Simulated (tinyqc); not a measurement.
Rectangular fin or nanosheet with a gate all round, subbands and threshold shift from confinement: one step of the calculation.

Undoped body with a flat potential across it, hard walls, transport along x. One isotropic valley (g = 1, mx = my = mz = me). Non-parabolicity enters the subband edges through E (1 + al E) = gamma, so E = 2 gamma/(1 + sqrt(1 + 4 al gamma)); motion within a subband is taken as parabolic with the band-edge mass. Energies are counted from the bulk band edge.

Question. Lowest subbands. gamma = C pi^2 [a^2/(my (t + dl)^2) + b^2/(mz (H + dl)^2)], C = hbar^2/(2 m0). List the 5 lowest, labelled by quantum numbers, with degeneracy g and N_k: N_k = g sqrt(2 mx m0 kB T/(pi hbar^2)).

Values chosen for this exercise; masses close to those of In0.53Ga0.47As: temperature T = 400 K; mass at the band edge me = 0.0416 m0; non-parabolicity al = 1.3 1/eV; width (along y) t = 8.3 nm; widening of the box by penetration into the insulator dl = 0 nm; height (along z) H = 49.8 nm.

Constants: q = 1.602176634e-19 C, kB = 1.380649e-23 J/K, hbar = 1.054571817e-34 J s, m0 = 9.1093837015e-31 kg, hbar^2/(2 m0) = 0.0380998212 eV nm^2. Results are converted to the units shown.

Give: E_k; g; N_k.

Answer.

| subband | E_k (eV) | g | N_k (cm^-1) |
|---|---|---|---|
| 1,1 | 0.11705 | 1 | 1.0945e6 |
| 1,2 | 0.12536 | 1 | 1.0945e6 |
| 1,3 | 0.13892 | 1 | 1.0945e6 |
| 1,4 | 0.15734 | 1 | 1.0945e6 |
| 1,5 | 0.18014 | 1 | 1.0945e6 |

Range of the model: Non-parabolicity also makes carriers heavier within each subband, which is left out, so densities of states are understated at high energy.

Program tinyqc, `OMP_NUM_THREADS=1 python tinyqc.py 2350112 2350113 out.jsonl`; Intel Xeon 2.30GHz, shared host, one thread, about 0.08 s.
